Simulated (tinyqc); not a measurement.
From results back to parameters: WKB tunnelling through a gate dielectric with a two-band (Franz) dispersion. Four cases, with inputs chosen for the exercise.

Problem. In the Fowler-Nordheim regime with a parabolic band J/F^2 is proportional to exp(-B/F), B = (4/3) sqrt(m/c) phi^(3/2), c = hbar^2/2m0, 1 V/angstrom = 100 MV/cm. The ratio below was computed from a hidden barrier.

Constants: hbar^2/2m0 = 3.80998211 eV angstrom^2.

Case 1.

Values chosen (out of a larger set: of the size used for SiO2 on silicon; not measured data): m = 0.44 m0 (mass at the conduction edge); F1 = 6.9 MV/cm (first field); F2 = 10.2 MV/cm (second field).

ln[(J2/F2^2)/(J1/F1^2)] = 11.31665

Case 2.

Values chosen (out of a larger set: of the size used for Si3N4 on silicon; not measured data): m = 0.44 m0 (mass at the conduction edge); F1 = 7.3 MV/cm (first field); F2 = 11.5 MV/cm (second field).

ln[(J2/F2^2)/(J1/F1^2)] = 7.29654

Case 3.

Values chosen (out of a larger set: of the size used for SiO2 on silicon; not measured data): m = 0.44 m0 (mass at the conduction edge); F1 = 7.8 MV/cm (first field); F2 = 11.2 MV/cm (second field).

ln[(J2/F2^2)/(J1/F1^2)] = 10.71609

Case 4.

Values chosen (out of a larger set: of the size used for HfO2 on silicon; not measured data): m = 0.18 m0 (mass at the conduction edge); F1 = 9 MV/cm (first field); F2 = 10.7 MV/cm (second field).

ln[(J2/F2^2)/(J1/F1^2)] = 0.96822

Find: B; phi.

Solution. B is the logarithm divided by 1/F1 - 1/F2; then phi = (3 B/(4 sqrt(m/c)))^(2/3). The slope fixes only m phi^3, so the mass must be known.

Case 1.

B = 241.35 MV/cm
phi = 3.050 eV

Case 2.

B = 145.84 MV/cm
phi = 2.180 eV

Case 3.

B = 275.34 MV/cm
phi = 3.330 eV

Case 4.

B = 54.85 MV/cm
phi = 1.530 eV

Computed by tinyqc, one run a case: `OMP_NUM_THREADS=1 python tinyqc.py N N+1 out.jsonl` with N = 1481106, 1481157, 1481175, 1481204; one thread of a shared Intel(R) Xeon(R) Processor @ 2.30GHz, about 0.01 s a run at most.
